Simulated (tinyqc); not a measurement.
Convergence with cell size: Koster-Slater impurity in a tight-binding band, by Green functions and by supercells. Computed by tinyqc, a small Python program. Command: `OMP_NUM_THREADS=1 python tinyqc.py 3023433 3023434 out.jsonl kosterslater walk`. One thread of a shared host (Intel(R) Xeon(R) Processor @ 2.30GHz), about 0.06 s of CPU time with the checks.

One orbital per site, e(k) = -2 t sum cos(k_i) over 3 direction(s), band from -6 t to 6 t, lattice constant 1. One site has the extra energy U. Spin is left out.

Inputs (values chosen for the exercise, for a model band): hopping t = 0.86 eV; impurity potential U = -7.37 eV.

Lattice: simple cubic.

Method:
- Outside the band G0(E) = (1/pi) int_0^pi dk (2/(pi z)) K(16 t^2/z^2), z = E + 2 t cos k, K the complete elliptic integral with parameter m; 200 Gauss-Legendre points.
- A bound state solves 1/U = G0(E).
- Bisection in ln(distance from the edge) between 1e-5 t and |U| + t. Weight on the impurity site: -1/(U^2 dG0/dE), by a central difference with step min(1e-4 t, distance/30). Decay length along an axis: 1/arccosh(1 + distance/(2 t)).
- In a periodic cell of N sites along each direction with Bloch vector K, the level solves 1/U = N^-d sum_k 1/(E - e(k)), k_i = (2 pi m_i + K_i)/N, m_i = 0..N-1; the outermost root on the side of U is taken (bisection). d is the number of directions. Gamma means K_i = 0, the zone corner K_i = pi, the quarter point K_i = pi/2.
- Even N; errors against the isolated level E_b, set to 0 below 1e-6 t.

level E_b = -7.99940 eV

decay length = 0.613358 sites

Error of the level (eV):
```
N   sites        Gamma      corner  quarter point
2       8  -6.2630e-01  6.2940e-01     1.2285e-02
4      64  -1.2986e-02  1.2285e-02     8.3063e-06
6     216  -3.0611e-04  3.0151e-04              0
8     512  -8.3344e-06  8.3063e-06              0
10   1000            0           0              0
12   1728            0           0              0
```

What does the comparison show, and why?

The error at Gamma falls exponentially, between the last two resolved rows by exp(-1.802) per site against 1/(decay length) = 1.630; the rest is the power-law prefactor of the Green function. Gamma and the corner err in opposite directions. Among the sizes listed an error below 1 meV is first reached at N = 6 at Gamma; at the quarter point N = 4 is enough.

Extremes, crossings and ranges named in words are read from the listed rows.
